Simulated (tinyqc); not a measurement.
# p-n diode with diffusion and depletion-layer recombination: two studies

Abrupt junction in the depletion approximation, low injection, full ionisation, neutral widths fixed, ohmic contact on the p side. Vj is the junction voltage; where a series resistance Rs is given, V = Vj + J Rs is the terminal voltage.

Values chosen for this exercise; band and dielectric values close to those of gallium nitride:
```
symbol    value        unit                                               meaning
T           300           K                                           temperature
Eg         3.35          eV                                              band gap
eps_r      9.55                                             relative permittivity
Nc      2.31e18       cm^-3                conduction-band density of states at T
Nv      4.52e19       cm^-3                   valence-band density of states at T
Na       2.2e18       cm^-3                                      acceptor density
Nd       2.1e17       cm^-3                                         donor density
mun         160  cm^2/(V s)                       electron mobility in the p side
mup          16  cm^2/(V s)                           hole mobility in the n side
tn         3e-9           s                                     electron lifetime
tp         2e-7           s                                         hole lifetime
wp         0.73          um                           neutral width of the p side
wn           32          um                           neutral width of the n side
Sp          1e7        cm/s               recombination velocity at the n contact
Rs      0.00088    ohm cm^2                                     series resistance
Et            0          eV                  trap level above the intrinsic level
Vj         2.57           V  junction voltage at which recombination is evaluated
```

Constants: q = 1.602176634e-19 C, kB = 1.380649e-23 J/K, Vt = kB T/q, eps0 = 8.8541878128e-14 F/cm where lengths are in cm. Results are converted to the units shown.

Each table varies one quantity; the others keep the values above.

## Currents and ideality against junction voltage

ni = sqrt(Nc Nv) exp(-Eg/(2 Vt)), Eg in volts; D = mu Vt; Ln = sqrt(Dn tn), Lp = sqrt(Dp tp); J0n = q ni^2 Dn coth(wp/Ln)/(Ln Na); J0p = (q ni^2 Dp/(Lp Nd)) (s + tanh(wn/Lp))/(1 + s tanh(wn/Lp)), s = Sp Lp/Dp. J_diff = (J0n + J0p)(exp(Vj/Vt) - 1). Vbi = Vt ln(Na Nd/ni^2), W = sqrt(2 eps0 eps_r (Vbi - Vj)(1/Na + 1/Nd)/q), xp = W Nd/(Na + Nd), xn = W Na/(Na + Nd); u(x) = q Na (x + xp)^2/(2 eps0 eps_r) for x < 0 and Vbi - Vj - q Nd (xn - x)^2/(2 eps0 eps_r) for x > 0; p = Na exp(-u/Vt), n = Nd exp((u - Vbi + Vj)/Vt); U = ni^2 (exp(Vj/Vt) - 1)/(tp (n + ni exp(Et/Vt)) + tn (p + ni exp(-Et/Vt))); J_scr = q times the integral of U from -xp to xn. J = J_diff + J_scr. Ideality = (1/Vt) dVj/d ln J or (1/Vt) dV/d ln J; last column ni^2 exp(Vj/Vt)/N^2.

Results:
columns A: Vj (V); B: J_diff (A/cm^2); C: J_scr (A/cm^2); D: J (A/cm^2); E: V (V); F: ideality against Vj; G: ideality against V; H: minority/doping, lighter side
```
A             B          C          D       E      F      G          H
0.8   8.789e-38  3.308e-21  3.308e-21  0.8000  1.979  1.979  3.437e-40
1.08  4.443e-33  7.903e-19  7.903e-19   1.080  1.976  1.976  1.738e-35
1.37  3.308e-28  2.316e-16  2.316e-16   1.370  1.973  1.973  1.294e-30
1.65  1.672e-23  5.645e-14  5.645e-14   1.650  1.968  1.968  6.540e-26
1.93  8.454e-19  1.397e-11  1.397e-11   1.930  1.962  1.962  3.306e-21
2.21  4.274e-14   3.540e-9   3.540e-9   2.210  1.951  1.951  1.672e-16
2.77   1.093e-4   2.649e-4   3.742e-4   2.770  1.502  1.502   4.273e-7
3.05      5.524    0.09471      5.619   3.055  1.008  1.199    0.02160
```

Estimate the missing row, Vj = 2.49 V.

Computed row:
columns A: Vj (V); B: J_diff (A/cm^2); C: J_scr (A/cm^2); D: J (A/cm^2); E: V (V); F: ideality against Vj; G: ideality against V; H: minority/doping, lighter side
```
A            B         C         D      E      F      G          H
2.49  2.161e-9  9.319e-7  9.340e-7  2.490  1.930  1.930  8.452e-12
```

With this row back in the table: The ideality against Vj falls from 1.98 to 1.01. Diffusion overtakes recombination in the layer between Vj = 2.77 and 3.05 V. J_scr alone has an ideality of 1.98 between the first two rows and 1.84 between the last two. From Vj = 3.05 V the series resistance raises the terminal ideality by over a tenth; there J Rs = 0.19 Vt.

## Effect of the hole lifetime

Same model as above.

J = J_diff + J_scr.

The same in every row: J0n (A/cm^2) = 2.591e-51.

Effect of the hole lifetime:
```
tp (s)  J0p (A/cm^2)  J_diff (A/cm^2)  J_scr (A/cm^2)  J_scr/J (%)   wn/Lp
1e-10      2.704e-50         4.424e-7        2.466e-4        99.82   497.6
1e-9       8.551e-51         1.664e-7        7.345e-5        99.77   157.3
1e-8       2.704e-51         7.906e-8        2.202e-5        99.64   49.76
1e-7       8.551e-52         5.145e-8        6.639e-6        99.23   15.73
1e-6       2.704e-52         4.272e-8        2.010e-6        97.92   4.976
1e-5       9.319e-53         4.007e-8        6.108e-7        93.84   1.573
0.0001     5.876e-53         3.956e-8        1.862e-7        82.48  0.4976
```

What does the comparison show?

As tp goes from 1e-10 to 0.0001, J0p falls from 2.70e-50 to 5.88e-53 A/cm^2, J_scr falls from 2.47e-4 to 1.86e-7 A/cm^2 and its share falls from 99.8 to 82.5 %. J0p goes as tp^(-0.50) at the start and tp^(-0.20) at the end.

Program tinyqc, `OMP_NUM_THREADS=1 python tinyqc.py 2260115 2260116 out.jsonl`; Intel Xeon 2.30GHz, shared host, one thread, about 0.01 s.
